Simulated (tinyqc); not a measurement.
From results back to parameters: Landau levels of bilayer graphene. Three cases, with inputs chosen for the exercise.

Problem. Two successive minima of rho_xx occur at the fields below; each unresolved level holds 4 n_B electrons, n_B = B/(h/e), so minima lie at n/n_B = 4 (j + phi) with integer j and phi = 0 or 1/2; 1/angstrom^2 = 1e16/cm^2.

Constants: h/e = 413566.7697 T angstrom^2.

Case 1.

higher field = 0.74442 T
lower field = 0.62035 T

Case 2.

higher field = 1.71630 T
lower field = 1.43025 T

Case 3.

higher field = 1.34409 T
lower field = 1.12008 T

Find: period in 1/B; n; j + phi at the higher field.

Solution. The period is 4/(n h/e), and j + phi = 1/(B x period). An integer means phi = 0.

Case 1.

period in 1/B = 0.2687 1/T
n = 3.60 x 1e11/cm^2
j + phi at the higher field = 5

Case 2.

period in 1/B = 0.1165 1/T
n = 8.30 x 1e11/cm^2
j + phi at the higher field = 5

Case 3.

period in 1/B = 0.1488 1/T
n = 6.50 x 1e11/cm^2
j + phi at the higher field = 5

Computed by tinyqc, one run a case: `OMP_NUM_THREADS=1 python tinyqc.py N N+1 out.jsonl` with N = 1251319, 1251420, 1251571; one thread of a shared Intel(R) Xeon(R) Processor @ 2.30GHz, about 0.01 s a run at most.
